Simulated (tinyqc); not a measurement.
Chemical trend: level against potential: deep trap from a strong local potential in a two-band host (Koster-Slater model with semi-elliptic bands). Computed by tinyqc, a small Python program. Command: `OMP_NUM_THREADS=1 python tinyqc.py 3006093 3006094 out.jsonl deeptrap walk`. One thread of a shared host (Intel(R) Xeon(R) Processor @ 2.30GHz), about 0.02 s of CPU time with the checks.

The valence band spans -2 W_v to 0 and the conduction band E_g to E_g + 2 W_c. The orbital at the impurity site has weight f_v in the valence band and 1 - f_v in the conduction band, each spread as a semi-ellipse (2/(pi W^2)) sqrt(W^2 - x^2) about the band centre. The impurity adds U to this orbital. Spin is left out.

Inputs (values chosen for the exercise, for a model semiconductor):
```
quantity                                value  unit
gap E_g                                  2.19    eV
half-width of the valence band W_v        5.5    eV
half-width of the conduction band W_c     3.7    eV
valence weight f_v of the site orbital   0.44     -
```

Impurity: repulsive, acceptor-like.

Method:
- In the gap G(E) = f_v (2/W_v^2)[x - sqrt(x^2 - W_v^2)] - (1 - f_v)(2/W_c^2)[y - sqrt(y^2 - W_c^2)], x = E + W_v, y = E_g + W_c - E.
- G falls across the gap from G(0) to G(E_g). A repulsive U binds if U > 1/G(0), an attractive one if U < 1/G(E_g); the vacancy level (U infinite) solves G(E) = 0 (bisection).
- The trap level solves G(E) = 1/U (bisection). With D = -dG/dE = D_v + D_c, D_v = f_v (2/W_v^2)[x/sqrt(x^2 - W_v^2) - 1] and D_c = (1 - f_v)(2/W_c^2)[y/sqrt(y^2 - W_c^2) - 1], the weight on the impurity orbital is 1/(U^2 D) and the conduction-band character is D_c/D.
- U is 1.05, 1.2, 1.5, 2, 3, 5, 10 and 30 times the threshold, rounded to three digits; the largest values are formal and only show the vacancy limit.

repulsive threshold = 18.8479 eV

vacancy level = 0.307253 eV

Trend:
```
U (eV)  E_t (eV)  weight on the impurity  conduction character  E_t - vacancy level (eV)
19.8     0.00070               0.0014046               0.01285                  -0.30655
22.6     0.00842               0.0037601               0.04501                  -0.29883
28.3     0.03436               0.0048748               0.09269                  -0.27290
37.7     0.07742               0.0041296               0.14243                  -0.22983
56.5     0.13777               0.0024407               0.19507                  -0.16949
94.2     0.19820               0.0010432               0.23930                  -0.10905
188.0    0.24998               0.0002910               0.27340                  -0.05728
565.0    0.28763               0.0000342               0.29666                  -0.01962
```

dE_t/dU equals the weight on the impurity, which peaks at 0.005 (U = 28.3 eV) and falls to 3.4e-5 in the last row, so beyond the peak each further eV of potential moves the level less. The level nears the vacancy level, 0.307 eV, as 1/U: it is 0.057 eV away at 10 times the threshold and 0.020 eV at 30 times, and the state is then host-like.

Extremes, crossings and ranges named in words are read from the listed rows.
